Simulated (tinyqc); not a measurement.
Leakage currents through a thin dielectric: one step, computed by the program tinyqc.

Electrons leave an electrode with Fermi energy E_F above its band bottom; barriers are counted from the Fermi level, and both electrodes are alike.

Problem. Thermal currents. Schottky emission J = A T^2 exp(-(phi_B - sqrt(e^3 F/(4 pi k_o eps_0)))/k_B T), A = 4 pi e m k_B^2/h^3 with the tunnelling mass; Poole-Frenkel J = sigma_0 F exp(-(phi_t - sqrt(e^3 F/(pi k_o eps_0)))/k_B T); both use the field F of the dielectric.

Inputs (values chosen for the exercise, modelled on Al2O3):
```
quantity,value,unit
barrier height phi_B,2.62,eV
tunnelling mass m,0.26,m_0
optical permittivity k_o,3.23,-
trap depth phi_t,1.3,eV
Poole-Frenkel prefactor sigma_0,6.1e-08,S/cm
temperature T,358,K
```

Stack: single layer.

field F = 1.764706 MV/cm

Constants: e = 1.602176634e-19 C; eps_0 = 8.8541878128e-12 F/m; k_B = 8.617333262e-05 eV/K; m_0 = 9.1093837015e-31 kg; k_B = 1.380649e-23 J/K; h = 6.62607015e-34 J s.

Give: Schottky lowering; Poole-Frenkel lowering; Schottky current density; Poole-Frenkel current density.

Solution.

Schottky lowering = 0.28049 eV

Poole-Frenkel lowering = 0.56097 eV

Schottky current density = 4.6539e-27 A/cm^2

Poole-Frenkel current density = 4.2487e-12 A/cm^2

The Poole-Frenkel lowering is twice the Schottky one, because the charge of a trap is fixed while an image charge moves with the electron.
